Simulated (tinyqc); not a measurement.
# Inputs raised by 5 %, one at a time

Model: a particle near a wafer in liquid: double-layer and van der Waals forces (DLVO), deposition barrier and removal. Computed by tinyqc, a small Python program. Command: `OMP_NUM_THREADS=1 python tinyqc.py 3110449 3110450 out.jsonl dlvo sens`. One thread of a shared host (Intel(R) Xeon(R) Processor @ 2.30GHz), about 0.01 s of CPU time with the checks.

Sphere and flat wall, Derjaguin approximation, constant potentials in the linear-superposition form, no retardation and no hydration force.

Inputs (values chosen for the exercise, of the order of those for silica on silica in water):
```
quantity                             value   unit
particle radius R                      450     nm
Hamaker constant A                 4.2e-21      J
potential of the particle psi_1        -25     mV
potential of the wafer psi_2           -21     mV
salt concentration c                0.0011  mol/L
valence z of the symmetric salt          2      -
temperature T                          343      K
dielectric constant of the liquid     63.7      -
contact distance h0                    0.4     nm
contact radius over R                 0.11      -
viscosity                              0.8  mPa s
```

Constants: e = 1.602176634e-19 C; N_A = 6.02214076e+23 1/mol; eps_0 = 8.8541878128e-12 F/m; k_B = 1.380649e-23 J/K; k_B = 8.617333262e-05 eV/K.

Method:
- kappa^2 = 2 z^2 e^2 N_A (1000 c)/(eps eps_0 k_B T); gamma_i = tanh(z e psi_i/(4 k_B T)); Z = 64 pi eps eps_0 (k_B T/(z e))^2 gamma_1 gamma_2.
- U(h) = Z R exp(-kappa h) - A R/(6 h); F(h) = -dU/dh = kappa Z R exp(-kappa h) - A R/(6 h^2), positive for repulsion.
- F = 0 reads x^2 exp(-x) = y with x = kappa h and y = A kappa/(6 Z); the left side peaks at x = 2 with 4/e^2 = 0.5413, so roots exist for smaller y: x < 2 is the barrier, x > 2 the secondary minimum.
- The barrier height is zero when U = 0 and F = 0 together: kappa h = 1 and kappa = 6 Z/(e A), e = 2.718282 here; c follows from kappa^2, with the potentials held fixed.
- Adhesion F_a = A R/(6 h0^2) [1 + a^2/(R h0)] - kappa Z R exp(-kappa h0), a the contact radius. Drag in a shear flow F_d = 1.7 x 6 pi mu R^2 G, acting at 1.4 R; rolling starts when 1.4 R F_d = a F_a. Wall shear stress = mu G.

Runs; columns: (1) input moved; (2) from; (3) to; (4) barrier height (k_B T); (5) critical concentration (mol/L); (6) wall shear stress for rolling (Pa); (7) energy at the secondary minimum (k_B T):
```
(1)                                       (2)       (3)     (4)       (5)     (6)      (7)
base run                                    -         -  189.62  0.067875  344.55  -1.8527
particle radius R (nm)                    450     472.5  199.10  0.067875  343.60  -1.9453
Hamaker constant A (J)                4.2e-21  4.41e-21  186.59  0.061565  361.97  -1.9615
potential of the particle psi_1 (mV)      -25    -26.25  200.72  0.073997  344.38  -1.8393
salt concentration c (mol/L)           0.0011  0.001155  188.11  0.067875  344.47  -1.9063
temperature T (K)                         343    360.15  184.13  0.072539  344.60  -1.7124
contact distance h0 (nm)                  0.4      0.42  189.62  0.067875  298.17  -1.8527
contact radius over R                    0.11    0.1155  189.62  0.067875  396.70  -1.8527
```

Exponents ln(y'/y) / ln(x'/x):
```
input                            barrier height  critical concentration  wall shear stress for rolling  energy at the secondary minimum
particle radius R                         1.000                   0.000                         -0.057                            1.000
Hamaker constant A                       -0.330                  -2.000                          1.011                            1.170
potential of the particle psi_1           1.167                   1.770                         -0.010                           -0.148
salt concentration c                     -0.163                   0.000                         -0.005                            0.585
temperature T                            -0.601                   1.362                          0.003                           -1.614
contact distance h0                       0.000                   0.000                         -2.963                            0.000
contact radius over R                     0.000                   0.000                          2.889                            0.000
```

Which inputs matter most for each result?

Among the inputs moved here: barrier height answers most in size to potential of the particle psi_1 (exponent +1.167), next to particle radius R (+1.000); its exponent is below 0.0005 for contact distance h0, contact radius over R. Its exponent +1.000 in particle radius R: Derjaguin energies scale with R. critical concentration answers most in size to Hamaker constant A (exponent -2.000), next to potential of the particle psi_1 (+1.770); its exponent is below 0.0005 for particle radius R, salt concentration c, contact distance h0, contact radius over R. Its exponent -2.000 in Hamaker constant A: critical kappa goes as 1/A. wall shear stress for rolling answers most in size to contact distance h0 (exponent -2.963), next to contact radius over R (+2.889). Energy at the secondary minimum answers most in size to temperature T (exponent -1.614), next to Hamaker constant A (+1.170); its exponent is below 0.0005 for contact distance h0, contact radius over R.

Extremes, crossings and ranges named in words are read from the listed rows.
